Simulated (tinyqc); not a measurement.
Shockley state of an s-p chain by decimation: one step. Bulk bands. Three cases, with inputs chosen for the exercise.

Question. Levels and s weight of the lower band at k = j pi/6.

Each site has s at -d/2 and p at +d/2: H0 = diag(-d/2, d/2). The block to the next site on the right is H1 = [[-ts, u], [-u, tp]] (rows s, p of site n; columns s, p of site n + 1). Bulk: H(k) = [[-d/2 - 2 ts cos k, 2i u sin k], [-2i u sin k, d/2 + 2 tp cos k]]. The bands are inverted at k = pi if d < 2 (ts + tp).

Give: Bands.

Case 1.

Values chosen: d = 0.99 eV (Ep - Es); ts = 0.86 eV (s-s hopping); tp = 0.73 eV (p-p hopping); u = 1.03 eV (s-p hopping).

Answer.

Bands:
```
k/pi   lower (eV)  upper (eV)  s weight, lower
0.000     -2.2150      1.9550            1.000
0.167     -2.2492      2.0241            0.938
0.333     -2.2665      2.1365            0.793
0.500     -2.1186      2.1186            0.617
0.667     -1.7441      1.8741            0.417
0.833     -1.2434      1.4686            0.175
1.000     -0.9650      1.2250            0.000
```

The lower band is s-like at k = 0 and p-like at pi: the bands are inverted, and the gap is a hybridisation gap that can hold a Shockley state.

Case 2.

Values chosen: d = 6.59 eV (Ep - Es); ts = 1.21 eV (s-s hopping); tp = 1.03 eV (p-p hopping); u = 0.64 eV (s-p hopping).

Answer.

Bands:
```
k/pi   lower (eV)  upper (eV)  s weight, lower
0.000     -5.7150      5.3550            1.000
0.167     -5.4298      5.1180            0.996
0.333     -4.6420      4.4620            0.985
0.500     -3.5349      3.5349            0.966
0.667     -2.3512      2.5312            0.945
0.833     -1.3427      1.6545            0.952
1.000     -0.8750      1.2350            1.000
```

The lower band is s-like at k = 0 and s-like at pi: no inversion, an ordinary gap.

Case 3.

Values chosen: d = 6.09 eV (Ep - Es); ts = 1.12 eV (s-s hopping); tp = 1.42 eV (p-p hopping); u = 0.91 eV (s-p hopping).

Answer.

Bands:
```
k/pi   lower (eV)  upper (eV)  s weight, lower
0.000     -5.2850      5.8850            1.000
0.167     -5.0633      5.5829            0.993
0.333     -4.4439      4.7439            0.970
0.500     -3.5475      3.5475            0.929
0.667     -2.5238      2.2238            0.874
0.833     -1.5018      0.9822            0.840
1.000     -0.8050      0.2050            1.000
```

The lower band is s-like at k = 0 and s-like at pi: no inversion, an ordinary gap.

Computed by tinyqc, one run a case: `OMP_NUM_THREADS=1 python tinyqc.py N N+1 out.jsonl` with N = 1450124, 1450234, 1450352; one thread of a shared Intel(R) Xeon(R) Processor @ 2.30GHz, about 0.3 s a run at most.
